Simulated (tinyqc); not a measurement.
Inside a calculation. Model: p-n heterojunction, non-linear Poisson equation by Newton steps, Boltzmann statistics.

Computed by the program tinyqc: `OMP_NUM_THREADS=1 python tinyqc.py 2040016 2040017 out.jsonl`, one thread of a shared Intel Xeon 2.30GHz, about 0.03 s for the whole run. Printed values are rounded.

One dimension, material 1 (p-type) at x < 0 and material 2 (n-type) at x > 0. Band edges: Ec = -psi in material 1 and -psi + dEc in material 2, Ev = Ec - Eg. Flat quasi-Fermi levels: 0 for holes, +V for electrons. n = Nc F((EFn - Ec)/Vt), p = Nv F((Ev - EFp)/Vt), with F(eta) = exp(eta) (Boltzmann statistics); full ionisation, no interface charge, classical densities; the doping types are chosen for the exercise. The polarisation charge of real nitride interfaces, of order 1e13 cm^-2, is left out.

Parameters, values chosen for the exercise; band and dielectric values close to those of AlGaN and GaN:
```
symbol    value   unit                                          meaning
T           300      K                                      temperature
Eg1        3.92     eV                           band gap of material 1
er1        9.03                     relative permittivity of material 1
Nc1     3.02e18  cm^-3  conduction-band density of states of material 1
Nv1     5.95e19  cm^-3     valence-band density of states of material 1
Eg2        3.36     eV                           band gap of material 2
er2        9.68                     relative permittivity of material 2
Nc2     2.26e18  cm^-3  conduction-band density of states of material 2
Nv2     4.61e19  cm^-3     valence-band density of states of material 2
dEc       -0.39     eV                 conduction-band offset Ec2 - Ec1
N1       5.1e15  cm^-3                   acceptor density of material 1
N2       2.5e17  cm^-3                      donor density of material 2
V          0.92      V                    bias of side 1 against side 2
```

Constants: q = 1.602176634e-19 C, kB = 1.380649e-23 J/K, Vt = kB T/q, eps0 = 8.8541878128e-14 F/cm where lengths are in cm. Results are converted to the units shown.

## Offsets and end potentials

dEv = Ev1 - Ev2 = Eg2 - Eg1 - dEc. Neutrality of the majority carriers far from the junction: Nv1 F((-psi_L - Eg1)/Vt) = N1 and Nc2 F((V + psi_R - dEc)/Vt) = N2. Total bending psi_R - psi_L.

dEv = -0.17 eV
psi_L = -3.67791 V
psi_R = -1.36692 V
psi_R - psi_L = 2.31099 V

The alignment is straddling (type I): dEc and dEv have the same sign.

## Permittivity of the intervals

x, node 0 to 12 (nm): -1350  -506  -187  -66.6  -20.7  -3.3  3.3  11.1  20.3  31.2  44.1  59.3  77.3

er1 or er2; the interface lies midway in its interval, which gets the series value 2 er1 er2/(er1 + er2).

eps_r, interval 0 to 11: 9.03  9.03  9.03  9.03  9.03  9.34371  9.68  9.68  9.68  9.68  9.68  9.68

## Couplings between neighbouring nodes

a_i = eps0 eps_r/h_i for the interval from node i to i + 1, with h_i = x_(i+1) - x_i in cm.

coupling a_i, interval 0 to 11 (F/cm^2): 9.47314e-9  2.50637e-8  6.64064e-8  1.74190e-7  4.59502e-7  1.25350e-6  1.09883e-6  9.31615e-7  7.86317e-7  6.64407e-7  5.63872e-7  4.76159e-7

## Starting potential

material, node 0 to 12: 1  1  1  1  1  1  2  2  2  2  2  2  2

psi_L + (psi_R - psi_L)(1 + tanh(x/s))/2 on the inner nodes with s = 120 nm, psi_L and psi_R on the ends.

psi at the start, node 0 to 12 (V): -3.67791  -3.67741  -3.57987  -3.10508  -2.71978  -2.55418  -2.49065  -2.41583  -2.32879  -2.22858  -2.11591  -1.99375  -1.36692

## Iteration 1: densities, residual and Jacobian diagonal

n_i = Nc F(a_n), a_n = (V - Ec_i)/Vt; p_i = Nv F(a_p), a_p = (Ec_i - Eg)/Vt; rho_i = p_i - n_i + C_i with C = -N1 or +N2; g_i = (n_i + p_i)/Vt. Box widths w_i = (h_(i-1) + h_i)/2 in cm. Residual F_i = a_i (psi_(i+1) - psi_i) - a_(i-1) (psi_i - psi_(i-1)) + q rho_i w_i; Jacobian: a_(i-1) and a_i beside the diagonal, b_i = -a_(i-1) - a_i - q g_i w_i on it. The two end nodes are fixed.

```
node    n (cm^-3)    p (cm^-3)
0     1.40985e-28       5.1e15
1     1.43752e-28   5.00182e15
2     6.25511e-27   1.14949e14
3     5.91905e-19    1.21476e6
4     1.75789e-12     0.409026
5      1.06407e-9   6.75731e-4
6       0.0331241    0.0321714
7        0.598302   0.00178112
8         17.3487   6.14251e-5
9         836.979   1.27321e-6
10        65385.2   1.62980e-8
11      7.37135e6  1.44566e-10
12         2.5e17  4.26259e-21
```

```
node  residual F (C/cm^2)  diagonal b (F/cm^2)
1              1.52529e-9          -1.83712e-6
2              1.15367e-8          -1.07122e-7
3              2.87924e-8          -2.40597e-7
4              6.39254e-9          -6.33692e-7
5              2.56811e-9          -1.71300e-6
6              3.14014e-8          -2.35233e-6
7              3.29368e-8          -2.03044e-6
8              3.79557e-8          -1.71793e-6
9              4.37267e-8          -1.45072e-6
10             5.02962e-8          -1.22828e-6
11             2.96086e-7          -1.04003e-6
```

## Iteration 1: Newton step

Solve the tridiagonal system a_(i-1) d_(i-1) + b_i d_i + a_i d_(i+1) = -F_i for nodes 1 to 11, with d = 0 on fixed nodes. Half of the step is added while the largest |d| exceeds 1.5 Vt, the full step after that.

Newton step d, before damping, node 1 to 11 (V): 0.01739  1.21395  1.77795  1.82767  1.83261  1.83237  1.80352  1.73413  1.60366  1.38343  1.03474
psi after iteration 1, node 0 to 12 (V): -3.67791  -3.66871  -2.97289  -2.21611  -1.80595  -1.63788  -1.57446  -1.51408  -1.46172  -1.42675  -1.42419  -1.47638  -1.36692

## Course of the Newton iteration

Stop when the largest undamped |d| is below 1e-9 V, or after 80 iterations.

Course of the iteration:
```
iteration  largest |F| (C/cm^2)  largest |d| (V)  at node
1                       2.96e-7             1.83        5
2                       1.47e-7            0.576        2
3                       8.06e-7            0.146        2
4                       4.85e-7           0.0681        2
5                       2.91e-7           0.0295        2
6                       9.71e-8           0.0192        8
7                       2.63e-8           0.0103        8
8                       3.80e-9          2.19e-3        8
9                      1.20e-10          8.00e-5        8
10                     1.50e-13          1.01e-7        7
11                     2.38e-19          < 1e-12        7
```

Converged in 11 iterations. Once the step is below 0.1 Vt, 3 more iteration(s) reach the threshold: near the solution the error is roughly squared each time.

## Band edges, densities and displacement

converged psi, node 0 to 12 (V): -3.67791  -3.65593  -2.56195  -1.87871  -1.57924  -1.46008  -1.41562  -1.38716  -1.37343  -1.36857  -1.36725  -1.36697  -1.36692

Ec, Ev, n and p as defined; D = a_k (psi_(k+1) - psi_k) on the interval that holds the interface.

```
node  Ec (eV)   Ev (eV)    n (cm^-3)    p (cm^-3)
0     3.67791  -0.24209  1.40985e-28       5.1e15
1     3.65593  -0.26407  3.29931e-28   2.17931e15
2     2.56195  -1.35805  7.87968e-10   9.12501e-4
3     1.87871  -2.04129      236.783  3.03662e-15
4     1.57924  -2.34076    2.54269e7  2.82780e-20
5     1.46008  -2.45992    2.55268e9  2.81673e-22
6     1.02562  -2.33438   3.79950e16  2.80471e-20
7     0.99716  -2.36284   1.14257e17  9.32674e-21
8     0.98343  -2.37657   1.94319e17  5.48402e-21
9     0.97857  -2.38143   2.34538e17  4.54361e-21
10    0.97725  -2.38275   2.46810e17  4.31768e-21
11    0.97697  -2.38303   2.49499e17  4.27115e-21
12    0.97692  -2.38308       2.5e17  4.26259e-21
```

D = 55.7321 nC/cm^2

## Check against the first integral

Exact first integral: on each side D^2/(2 eps0 er) = G, G = q [Vt (nI_j - nI_b) + Vt (pI_j - pI_b) - C (psi_j - psi_b)], with C = -N1 or +N2, b the neutral end of that side, and nI, pI the densities themselves. D is continuous, so er1 G1(psi_j) = er2 G2(psi_j) fixes psi_j. Ends from Nv1 F((-psi_L - Eg1)/Vt) = N1 and Nc2 F((V + psi_R - dEc)/Vt) = N2. D is counted positive when psi rises towards material 2.

psi_j = -1.43299 V
D = 53.8466 nC/cm^2
psi_j - psi_L = 2.24492 V
psi_R - psi_j = 0.0660744 V
Ec1 - EFn at the interface = 0.512992 eV
Ec2 - EFn at the interface = 0.122992 eV

Material 1 takes 97.1 % of the bending. The 13-node mesh gave D = 55.73 nC/cm^2, 3.5 % above the exact value in size.
